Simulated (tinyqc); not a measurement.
# MOSFET with velocity saturation and source resistance: effects of single changes

Strong inversion, charge Q = Cox (Vg - m V) at channel potential V with Vg the gate overdrive, and drift velocity v = mu E/(1 + mu E/vsat). Integrating along the channel gives I = mu Cox (1/L)(Vg Vd - m Vd^2/2)/(1 + Vd/Vc) per width, Vc = vsat L/mu, which peaks at Vdsat. Units: I in uA/um, Rs in ohm um, so the drop over Rs is 1e-6 I Rs volts.

Values chosen for this exercise: gate capacitance Cox = 1.4 uF/cm^2; mobility at low gate voltage mu0 = 110 cm^2/(V s); mobility degradation th = 0.2 1/V; saturation velocity vsat = 7.3e6 cm/s; body factor m = 1.28; threshold VT = 0.35 V; channel length L = 0.13 um; source resistance Rs = 100 ohm um; gate voltage Vgs = 2.5 V.

Each table varies one quantity; the others keep the values above.

## Effect of the mobility at low gate voltage

Vg = Vgs - I Rs - VT (0 if negative), mu = mu0/(1 + th Vg), Vc = vsat L/mu, x = sqrt(1 + 2 Vg/(m Vc)), Vdsat = 2 Vg/(m (1 + x)), Isat = Cox vsat Vg (x - 1)/(x + 1) per width. I = Isat is solved self-consistently; gm = dI/dVgs; Vdsat is the intrinsic value. The velocity at the source is I/(Cox Vg).

Result of one run:
```
mu0 (cm^2/(V s))  Vc (V)  Vdsat (V)  Isat (uA/um)  gm (uS/um)  velocity at the source/vsat
920               0.1447     0.5457          1346       712.8                       0.6534
```

What becomes of these results when the mobility at low gate voltage mu0 is changed from 920 to 570 cm^2/(V s), all else the same?

Result of the changed run:
```
mu0 (cm^2/(V s))  Vc (V)  Vdsat (V)  Isat (uA/um)  gm (uS/um)  velocity at the source/vsat
570               0.2340     0.6585          1212       661.9                       0.5845
```

The whole series:
```
mu0 (cm^2/(V s))   Vc (V)  Vdsat (V)  Isat (uA/um)  gm (uS/um)  velocity at the source/vsat
50                  2.698      1.322         424.0       287.6                       0.1968
81                  1.662      1.201         567.9       368.2                       0.2654
130                 1.033      1.070         724.1       448.5                       0.3410
210                0.6382     0.9311         888.5       526.0                       0.4218
350                0.3820     0.7867          1060       600.4                       0.5073
570                0.2340     0.6585          1212       661.9                       0.5845
920                0.1447     0.5457          1346       712.8                       0.6534
1500              0.08862     0.4455          1465       755.9                       0.7154
```

As mu0 goes from 50 to 1500 cm^2/(V s), Isat rises from 424 to 1460 uA/um, Vdsat falls from 1.32 to 0.445 V and gm rises from 288 to 756 uS/um; the velocity at the source goes from 0.20 to 0.72 of vsat. Isat goes as mu0^(0.61) between the first two rows and as mu0^(0.17) between the last two.

## Effect of the gate voltage

Same model as above.

Effect of the gate voltage:
```
Vgs (V)  Vc (V)  Vdsat (V)  Isat (uA/um)  gm (uS/um)  velocity at the source/vsat
0.5      0.8885     0.1097         8.863       109.6                      0.05816
0.76     0.9326     0.2755         53.22       220.5                       0.1287
1.03     0.9779     0.4280         122.5       287.6                       0.1795
1.29      1.021     0.5632         203.1       329.9                       0.2161
1.56      1.066     0.6954         296.6       360.8                       0.2459
1.82      1.110     0.8170         393.4       382.9                       0.2691
2.09      1.154     0.9387         499.3       400.5                       0.2891
2.35      1.197      1.053         605.2       413.8                       0.3053
```

What does the table show?

As Vgs goes from 0.5 to 2.35 V, Isat rises from 8.86 to 605 uA/um, Vdsat rises from 0.110 to 1.05 V and gm rises from 110 to 414 uS/um; the velocity at the source goes from 0.058 to 0.31 of vsat. Against the overdrive Vgs - VT the current goes with exponent 1.78 at the start and 1.38 at the end (2 for the square law). With vsat made a thousand times larger the last exponent would be 1.67, which is what th and Rs alone leave.

## Effect of the channel length

Same model as above.

Result of one run:
```
L (um)  Vc (V)  Vdsat (V)  Isat (uA/um)  gm (uS/um)  velocity at the source/vsat
0.39     3.683      1.390         343.3       239.2                       0.1588
```

What becomes of these results when the channel length L is changed from 0.39 to 2.6 um, all else the same?

Result of the changed run:
```
L (um)  Vc (V)  Vdsat (V)  Isat (uA/um)  gm (uS/um)  velocity at the source/vsat
2.6      24.65      1.621         69.72       53.61                      0.03183
```

The whole series:
```
L (um)  Vc (V)  Vdsat (V)  Isat (uA/um)  gm (uS/um)  velocity at the source/vsat
0.03    0.2801     0.7041          1158       640.5                       0.5569
0.057   0.5337     0.8800         949.1       553.0                       0.4519
0.11     1.033      1.070         724.1       448.5                       0.3410
0.2      1.884      1.234         528.8       347.0                       0.2467
0.39     3.683      1.390         343.3       239.2                       0.1588
0.73     6.907      1.500         213.1       155.3                      0.09796
1.4      13.26      1.576         122.6       92.36                      0.05609
2.6      24.65      1.621         69.72       53.61                      0.03183
5        47.43      1.648         37.46       29.17                      0.01708
```

As L goes from 0.03 to 5 um, Isat falls from 1160 to 37.5 uA/um, Vdsat rises from 0.704 to 1.65 V and gm falls from 640 to 29.2 uS/um; the velocity at the source goes from 0.56 to 0.017 of vsat. Isat goes as L^(-0.31) between the first two rows and as L^(-0.95) between the last two. For L = 0.03 to 0.057 um the channel is so short that velocity overshoot and near-ballistic transport, left out here, matter. For L = 2.6 to 5 um the channel charge passes 3 uC/cm^2, near what a silicon dioxide gate withstands.

Computed by the program tinyqc: `OMP_NUM_THREADS=1 python tinyqc.py 2500111 2500112 out.jsonl`, one thread of a shared Intel Xeon 2.30GHz, about 0.01 s for the whole run.
